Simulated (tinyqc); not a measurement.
What each form factor does: empirical-pseudopotential levels.

Empirical pseudopotential on the fcc lattice, atoms at +/- tau, tau = a (1,1,1)/8, no spin-orbit coupling. H(G,G') = c (2 pi/a)^2 |k + G|^2 delta + VS(q) cos(q.tau) + i VA(q) sin(q.tau), q = G - G', c = hbar^2/2m0; k and G in units of 2 pi/a; VS at |q|^2 = 3, 8, 11 and VA at 3, 4, 11, in rydberg, zero elsewhere. The basis is fixed: all 59 G with |G|^2 up to Gcut. Energies are counted from the fourth level at Gamma.

Constants: hbar^2/2m0 = 3.80998211 eV angstrom^2; Ry = 13.60569312 eV.

Values chosen for the exercise (near those of Si; the results hold for these values, not for the real material): a = 5.434 angstrom (lattice constant); VS3 = -0.209 Ry; VS8 = 0.04 Ry; VS11 = 0.082 Ry; VA3 = 0 Ry; VA4 = 0 Ry; VA11 = 0 Ry; Gcut = 12 (2 pi/a)^2 (largest |G|^2 of the fixed basis).

Lowest empty singlet and triplet at Gamma and the valence width there (fixed basis); lowest empty level at X = (1,0,0) and L = (1/2,1/2,1/2) from the valence top, these levels and that top with all |k + G|^2 up to 21. Singlet and triplet count orbital degeneracy. VS3 is VS at |q|^2 = 3, and so on. The row for a keeps the form factors fixed, so it is no model of a real expansion, which changes them too.

Results for these values:

| case | singlet (eV) | triplet (eV) | X (eV) | L (eV) | width (eV) |
|---|---|---|---|---|---|
| base | 4.045 | 3.434 | 0.968 | 1.935 | 12.680 |

What happens to each result for VS11 = 0.072 Ry, all else kept?

Answer: singlet falls from 4.045 to 3.540; triplet falls from 3.434 to 3.200; X falls from 0.968 to 0.706; L falls from 1.935 to 1.611; width rises from 12.680 to 12.848.

The same for each parameter in turn:

| case | singlet (eV) | triplet (eV) | X (eV) | L (eV) | width (eV) |
|---|---|---|---|---|---|
| base | 4.045 | 3.434 | 0.968 | 1.935 | 12.680 |
| a = 5.488 angstrom | 4.060 | 3.459 | 1.098 | 2.007 | 12.376 |
| VS3 = -0.219 Ry | 3.984 | 3.578 | 1.212 | 2.032 | 12.624 |
| VS8 = 0.03 Ry | 3.556 | 3.490 | 0.879 | 1.701 | 12.751 |
| VS11 = 0.072 Ry | 3.540 | 3.200 | 0.706 | 1.611 | 12.848 |
| VA3 = 0.03 Ry | 4.079 | 3.454 | 0.705 | 1.928 | 12.683 |
| VA4 = 0.03 Ry | 3.898 | 3.516 | 0.517 | 1.976 | 12.670 |
| VA11 = 0.03 Ry | 3.897 | 3.387 | 0.688 | 1.877 | 12.700 |

In a diamond crystal a small VA enters the levels at Gamma and L only in second order, by symmetry, but splits the degenerate pair at X in first order.

Computed by tinyqc, a small Python program: `OMP_NUM_THREADS=1 python tinyqc.py 1081171 1081172 out.jsonl` (the numbers bound the seed that draws the inputs); one thread of a shared host (Intel(R) Xeon(R) Processor @ 2.30GHz), about 0.3 s for the whole set of steps.
